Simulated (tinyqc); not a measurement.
Global model of a low-pressure process discharge: electron temperature, density, ion flux and ion energy: one step, computed by the program tinyqc.

Maxwellian electrons with temperature T_e in eV, one positive ion, no negative ions, uniform bulk density n; rate constants have the Arrhenius form.

Question. Biased electrode. All bias power goes to ions: V_b = P_b/(J pi r^2). Debye length at the sheath edge lambda_D = sqrt(eps_0 T_e/(e h_L n)); Child-law sheath s = (sqrt2/3) lambda_D (2 V/T_e)^(3/4), V = V_b + V_s; ion transit time tau_i = 3 s sqrt(M/(2 e V)); collisions in the sheath s/lambda_i.

Inputs (values chosen for the exercise, of the order of those of an inductive discharge in a simple atomic gas): ion mass M = 19 u; gas temperature T_g = 500 K; bias power P_b = 37 W; radius of the biased electrode = 7.5 cm; bias frequency = 0.4 MHz.

ion current density J = 4.771064 mA/cm^2

T_e = 2.466029 eV

h_L = 0.2175985

plasma density n = 3.867195e+11 1/cm^3

wall potential V_s = 10.62210 V

ion mean free path = 0.4358109 cm

Constants: eps_0 = 8.8541878128e-12 F/m; e = 1.602176634e-19 C; u = 1.6605390666e-27 kg.

Give: bias voltage V_b; lambda_D; sheath width s; ion transit time; transit time over bias period; s/lambda_i.

Answer.

bias voltage V_b = 43.885 V

lambda_D = 40.243 micrometre

sheath width s = 0.32524 mm

ion transit time = 41.469 ns

transit time over bias period = 0.016588

s/lambda_i = 0.074628

Ions cross within a small part of a period and sample the instantaneous voltage: a broad, two-peaked energy distribution. The sheath is nearly free of collisions.
